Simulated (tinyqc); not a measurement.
A stack of flat layers between unequal leads with mass mismatch, transfer matrices: two steps of the calculation.

One electron of energy E comes from the left lead (band edge 0); no transverse momentum. Parabolic bands, masses in units of m0, C = hbar^2/(2 m0); psi and psi'/m are continuous at every interface. The layers follow each other from left to right, then the right lead.

Parameters, values chosen for the exercise; masses and band edges of a made-up stack: band edges of the layers, left to right U = [1.13, 0.08] eV; masses of the layers m = [0.13, 0.08] m0; widths of the layers d = [0.3, 0.3] nm; electron energy E = 1.627 eV.

Constants: q = 1.602176634e-19 C, hbar = 1.054571817e-34 J s, m0 = 9.1093837015e-31 kg, hbar^2/(2 m0) = 0.0380998212 eV nm^2. Results are converted to the units shown.

Task 1. Matrices of the layers. For the pair (psi, psi'/m) a flat layer has M = [[cos kd, (m/k) sin kd], [-(k/m) sin kd, cos kd]] with k = sqrt(m (E - U)/C) above its edge U, and M = [[cosh Kd, (m/K) sinh Kd], [(K/m) sinh Kd, cosh Kd]] with K = sqrt(m (U - E)/C) below it. M12 is in nm, M21 in 1/nm.

Give: M of layer 1; M of layer 2.

Result 1.

M of layer 1:
```
         1         2
1  0.92465  0.038015
2  -3.8146   0.92465
```

M of layer 2:
```
         1         2
1  0.85735  0.022848
2  -11.596   0.85735
```

Task 2. Product of the matrices. The matrix of the later layer stands to the left: M = M_n ... M_2 M_1; det M = 1.

M of layer 1:
```
            1            2
1  0.92465426  0.038015495
2  -3.8146153   0.92465426
```

M of layer 2:
```
            1            2
1  0.85735270  0.022847584
2  -11.596253   0.85735270
```

Wanted: M.

Result 2.

M:
```
         1         2
1  0.70560  0.053719
2  -13.993   0.35192
```

Range of the model: Masses are held fixed, although real bands cease to be parabolic a few tenths of an eV from their edges (inside a barrier too).

tinyqc, about 0.01 s, one thread, Intel Xeon 2.30GHz (shared host): `OMP_NUM_THREADS=1 python tinyqc.py 2560108 2560109 out.jsonl`
